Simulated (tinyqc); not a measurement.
One-diode model of a solar cell: one step of the calculation.

J is the current delivered and Vj = V + J Rs the junction voltage. J = X JL - J01 (exp(Vj/(n1 Vt)) - 1) - Vj/Rp. The photocurrent does not depend on voltage.

Problem. Figures of merit. Jsc at V = 0, Voc at J = 0, the maximum power point where J (1 + 2 Rs G) = G Vj with G = -dJ/dVj; FF = Vmp Jmp/(Voc Jsc); efficiency Vmp Jmp/(X Pin). Empirical fill factor without parasitics FF0 = (v - ln(v + 0.72))/(v + 1), v = Voc/(n1 Vt).

Values chosen for this exercise; values of the order met in cells of a lead-halide perovskite: temperature T = 323 K; photocurrent at one sun JL = 24.1 mA/cm^2; concentration X = 1 suns; saturation current of the diode J01 = 2.1e-12 A/cm^2; ideality factor of the diode n1 = 1.47; series resistance Rs = 0.35 ohm cm^2; shunt resistance Rp = 20000 ohm cm^2; incident power at one sun Pin = 100 mW/cm^2.

Constants: q = 1.602176634e-19 C, kB = 1.380649e-23 J/K, Vt = kB T/q. Results are converted to the units shown.

Give: Jsc; Voc; Vmp; Jmp; FF; efficiency; FF0.

Solution.

Jsc = 24.100 mA/cm^2
Voc = 0.94768 V
Vmp = 0.81555 V
Jmp = 22.901 mA/cm^2
FF = 0.81776
efficiency = 18.677 %
FF0 = 0.82728

FF is 1.2 % below FF0. Removing one loss at a time changes the efficiency by: series resistance +0.18, shunt +0.03 points.

Computed by the program tinyqc: `OMP_NUM_THREADS=1 python tinyqc.py 2280124 2280125 out.jsonl`, one thread of a shared Intel Xeon 2.30GHz, about 0.01 s for the whole run.
